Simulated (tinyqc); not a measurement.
# Capacitance measurement on a leaky thin oxide: effects of series resistance and leakage, step by step

Computed by the program tinyqc: `OMP_NUM_THREADS=1 python tinyqc.py 2022119 2022120 out.jsonl`, one thread of a shared Intel Xeon 2.30GHz, about 0.01 s for the whole run. Printed values are rounded.

The device is a capacitance C in parallel with a leakage conductance G, in series with Rs and Ls. An impedance meter reports either a parallel pair (Cp, Gp) from Y = 1/Z = Gp + i w Cp or a series pair (Cs, Rm) from Z = Rm + 1/(i w Cs); w = 2 pi f, dissipation D = Gp/(w |Cp|).

Inputs (values chosen for the exercise); values of the order met in thin-oxide MOS capacitors:
- eox = 3.9 (relative permittivity of the gate insulator (close to silicon dioxide))
- tox = 3.9 nm (insulator thickness)
- A = 400 um^2 (gate area)
- zc = 0.33 nm (oxide-equivalent thickness added by the accumulation layer)
- zp = 0 nm (oxide-equivalent thickness added by gate depletion)
- Jg = 0.00087 A/cm^2 (gate leakage current density, not matched to the thickness)
- Vs = 0.27 V (voltage for an e-fold rise of the leakage)
- Rs = 5.6 ohm (series resistance)
- Ls = 0 nH (series inductance)
- f = 2e5 Hz (measuring frequency)

Constants: eps0 = 8.8541878128e-14 F/cm where lengths are in cm. Results are converted to the units shown.

## True capacitance and conductance

EOT = 3.9 tox/eox; CET = EOT + zc + zp; C = 3.9 eps0 A/CET; G = Jg A/Vs.

EOT = 3.9 nm
CET = 4.23 nm
C = 3.265374 pF
G = 0.01288889 uS

## What the meter reports

Z = Rs + i w Ls + 1/(G + i w C).

Z = (0.007711-2.436985i) x 1e5 ohm
Cp = 3.265374 pF
Gp = 0.01298318 uS
Cs = 3.265406 pF
D = 0.003164013

Cp is within 0.01 % of C and Cs is within 0.01 % of it; G Rs = 7.22e-8, w C Rs = 2.30e-5 and G/(w C) = 0.00314.
